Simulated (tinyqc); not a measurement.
# Order-disorder in a binary alloy on two sublattices: Bragg-Williams and pair (quasi-chemical) approximations, step by step

A worked calculation. Computed by tinyqc, a small Python program that keeps every step. Command: `OMP_NUM_THREADS=1 python tinyqc.py 3029935 3029936 out.jsonl order walk`. One thread of a shared host (Intel(R) Xeon(R) Processor @ 2.30GHz), about 0.01 s of CPU time with the checks. Intermediate numbers are printed to about 6 digits and carried at full precision; extremes and crossings named in words are read from the listed rows.

All z = 6 neighbours of a site lie on the other sublattice. B fills the sublattices with x + eta/2 and x - eta/2; energies are per site, from the pure components: u = -z w y with y the probability of an A-B bond taken in one order.

Inputs (values chosen for the exercise, for a model alloy): ordering energy w = (e_AA + e_BB)/2 - e_AB = 8.1 meV; fraction x of B = 0.45; temperature T = 220 K.

Lattice: simple cubic (z = 6). Method: Newton steps.

scattering factors f_A, f_B (electrons): [36, 43]

Constants: k_B = 8.617333262e-05 eV/K.

## Critical temperatures

Bragg-Williams: k_B T_c = 2 z w x (1 - x). Pair approximation at x = 1/2: k_B T_c = w/ln(z/(z - 2)).

T_c, Bragg-Williams = 279.170 K

T_c, pair approximation at x = 1/2 = 231.824 K

At x = 1/2 the pair value is 0.822 of the Bragg-Williams one; the ratio tends to 1 as z grows.

## Long-range order, Bragg-Williams

Bragg-Williams: u = -z w [x (1 - x) + eta^2/4]; minimising f gives ln[a (1 - b)/(b (1 - a))] = 2 z w eta/(k_B T) =: ln Q, a = x + eta/2, b = x - eta/2. For given Q this is a quadratic for eta, (Q - 1) eta^2/4 - (Q + 1) eta/2 + (Q - 1) x (1 - x) = 0, smaller root: the map eta -> phi(eta). Newton steps on phi(eta) - eta, with the slope by central differences of 1e-6; start at 0.999 times 2x; stop when |phi - eta| < 1e-10.

Iteration:
```
step,eta,phi(eta),phi - eta
1,0.899100,0.795117,-1.03983e-01
2,0.734567,0.720272,-1.42951e-02
3,0.702973,0.702373,-6.00117e-04
4,0.701525,0.701523,-1.28441e-06
5,0.701521,0.701521,-5.93869e-12
```

order parameter eta = 0.701521

last residual = 5.93869e-12

Converged: eta is 77.9 % of its largest value 2x. Caution: T is near or above the T_c of the better pair approximation, so the true long-range order is lower than Bragg-Williams gives.

## Energy, entropy and site fractions

a = x + eta/2, b = x - eta/2; u = -z w [x (1 - x) + eta^2/4]; s/k_B = [s2(a) + s2(b)]/2, s2(c) = -c ln c - (1 - c) ln(1 - c); gain on ordering = f(eta) - f(0), f = u - T s. Superlattice over fundamental intensity = [eta (f_B - f_A)/2]^2/[(1 - x) f_A + x f_B]^2.

B fraction on its own sublattice = 0.800761

B fraction on the A sublattice = 0.0992393

energy u = -18.0079 meV/site

entropy s = 0.411377 k_B/site

gain on ordering = -0.732523 meV/site

intensity ratio = 0.00393328

A on the B sublattice: 0.1992, of which 0.1000 is forced by composition.

## Short-range order at the Bragg-Williams T_c

Quasi-chemical disordered state, with T here the Bragg-Williams T_c and not the input T: y^2/[(1 - x - y)(x - y)] = exp(2 w/(k_B T)) =: E, so y = 2 x (1 - x)/(1 + r), r = sqrt(1 - 4 x (1 - x)(1 - 1/E)); Warren-Cowley alpha = 1 - y/(x (1 - x)); u = -z w y.

bond probability y = 0.288202

alpha of the disordered state at the Bragg-Williams T_c = -0.164452

energy of the disordered state = -14.0066 meV/site

Short-range order already holds 20 % of the full ordering energy z w x^2, counted from the random alloy at -z w x (1 - x); Bragg-Williams puts none there.

## Both approximations at x = 1/2

At x = 1/2 the alloy is an Ising model with K = w/(2 k_B T). Bragg-Williams: eta = tanh(z K eta), neighbour correlation -eta^2. Pair: h = (z - 1) artanh(tanh K tanh h), eta = tanh(z h/(z - 1)), correlation -(tanh K + tanh^2 h)/(1 + tanh K tanh^2 h). T is given in units of the Bragg-Williams T_c at x = 1/2, z w/(2 k_B).

Order and neighbour correlation:
```
T/T_c,T (K),"eta, Bragg-Williams","correlation, Bragg-Williams","eta, pair","correlation, pair"
0.30,84.597,0.997414,-0.994834,0.997285,-0.994637
0.45,126.895,0.973976,-0.948629,0.968967,-0.941778
0.55,155.094,0.935529,-0.875215,0.913870,-0.848672
0.65,183.293,0.872065,-0.760498,0.803082,-0.688371
0.75,211.492,0.775516,-0.601426,0.575318,-0.442352
0.85,239.691,0.629501,-0.396272,0.000000,-0.193604
0.95,267.890,0.379485,-0.144009,0.000000,-0.173661
1.10,310.189,0.000000,0.000000,0.000000,-0.150366
1.50,422.985,0.000000,0.000000,0.000000,-0.110656
```

The pair approximation loses long-range order between T/T_c = 0.75 and 0.85, at 232 K, and keeps a correlation of -0.111 in the last row. At its own T_c the correlation is -1/(z - 1) = -0.200, so the fewer the neighbours, the more of the ordering energy is released above T_c.

Checks made by the program: eta against bracketed root finding (relative difference below 1e-10).
